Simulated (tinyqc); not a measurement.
Elastic trap-assisted tunnelling through a dielectric: one step of the calculation.

Emitter at x = 0 (Fermi level 0), collector at x = t (Fermi level -V), band edge U(x) = phi - F x, F = V/t. A trap at x has the energy E = U(x) - Et. With G(u) = (4/(3 F)) sqrt(mo/C) max(u, 0)^1.5, C = hbar^2/(2 m0): S1 = G(phi - E) - G(Et), S2 = G(Et) - G(phi - V - E), T1,2 = exp(-S1,2). The steady rate through one trap is nu T1 T2 (f1 - f2)/(T1 + T2), f1 = f(E), f2 = f(E + V), f(y) = 1/(1 + exp(y/Vt)); both contacts offer states at E.

Problem. The best-placed trap against direct tunnelling. At x = xs: E, S1, S2 and the occupation (T1 f1 + T2 f2)/(T1 + T2). Direct tunnelling at E = 0 has S = (4/(3 F)) sqrt(mo/C) [phi^1.5 - max(phi - V, 0)^1.5].

Inputs (values chosen for the exercise); dielectric values close to those of hafnium oxide:
- T = 300 K (temperature)
- phi = 1.47 eV (barrier above the emitter Fermi level)
- mo = 0.2 m0 (tunnelling mass)
- t = 7.7 nm (thickness)
- Et = 1.16 eV (trap depth below the band edge of the dielectric)
- nu = 1e14 1/s (attempt frequency)
- V = 1.49 V (voltage)

Constants: q = 1.602176634e-19 C, kB = 1.380649e-23 J/K, hbar = 1.054571817e-34 J s, m0 = 9.1093837015e-31 kg, Vt = kB T/q, hbar^2/(2 m0) = 0.0380998212 eV nm^2. Results are converted to the units shown.

xs = 3.03 nm

Give: E; S1; S2; occupation; S of direct tunnelling.

Solution.

E = -0.27632 eV
S1 = 16.709
S2 = 17.675
occupation = 0.72434
S of direct tunnelling = 28.137

Range of the model: Phonon-assisted (inelastic) capture, chains of traps and a spread of trap depths are left out.

Program tinyqc, `OMP_NUM_THREADS=1 python tinyqc.py 2370052 2370053 out.jsonl`; Intel Xeon 2.30GHz, shared host, one thread, about 0.05 s.
